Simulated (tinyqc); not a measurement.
The mobility curve: inversion-layer mobility, back-scattering and ballistic limit of a field-effect transistor. Computed by tinyqc, a small Python program. Command: `OMP_NUM_THREADS=1 python tinyqc.py 3024177 3024178 out.jsonl mos walk`. One thread of a shared host (Intel(R) Xeon(R) Processor @ 2.30GHz), about 0.01 s of CPU time with the checks.

The charge at the top of the source barrier is fixed by the gate; series resistance and short-channel effects are left out. F_j are Fermi integrals normalised to exp(eta) in the classical limit.

Inputs (values chosen for the exercise, modelled on an InGaAs n-channel): weight w of the inversion charge = 0.5; permittivity eps = 13.9; phonon mobility at 1 MV/cm and 300 K, mu_ph = 3200 cm^2/(V s); roughness mobility at 1 MV/cm, mu_sr = 1900 cm^2/(V s); Coulomb mobility at N_inv = 1e12/cm^2, mu_C = 2200 cm^2/(V s); electrical oxide thickness t_inv = 4 nm; depletion charge N_dep = 7.8e+11 1/cm^2; temperature T = 300 K.

Statistics at the top of the barrier: Fermi-Dirac.

Constants: eps_0 = 8.8541878128e-12 F/m; e = 1.602176634e-19 C.

Method. N_inv = 3.9 eps_0 (V_G - V_T)/(e t_inv); effective field E_eff = e (N_dep + w N_inv)/(eps eps_0). mu_phonon = mu_ph (E_eff/1 MV/cm)^(-0.3) (T/300 K)^(-1.75); mu_rough = mu_sr (E_eff/1 MV/cm)^(-2); mu_Coulomb = mu_C (N_inv/1e12 cm^-2) (T/300 K); Matthiessen's rule adds 1/mu.

Mobilities (cm^2/(V s)):
```
V_G - V_T (V)  N_inv (1/cm^2)  E_eff (MV/cm)  phonon   roughness  Coulomb   total
0.03               1.6165e+11        0.11206  6170.4  1.5130e+05      356   335.5
0.06               3.2329e+11        0.12258  6006.5  1.2644e+05      711   632.8
0.12               6.4658e+11        0.14363  5727.7  9.2104e+04     1422  1125.6
0.20               1.0776e+12        0.17168  5429.1  6.4460e+04     2371  1609.0
0.35               1.8859e+12        0.22429  5010.8  3.7768e+04     4149  2141.0
0.50               2.6941e+12        0.27690  4703.8  2.4780e+04     5927  2371.5
0.75               4.0411e+12        0.36458  4331.2  1.4294e+04     8891  2419.4
1.00               5.3882e+12        0.45226  4060.1  9.2892e+03    11854  2281.5
1.50               8.0823e+12        0.62762  3679.9  4.8235e+03    17781  1868.1
```

The lowest part is Coulomb from 0.0300 to 0.350, phonon from 0.500 to 1.50 V. The total peaks at 2419 near E_eff = 0.36 MV/cm: screening lifts it at low density and the field presses it down at high density.

Extremes, crossings and ranges named in words are read from the listed rows.
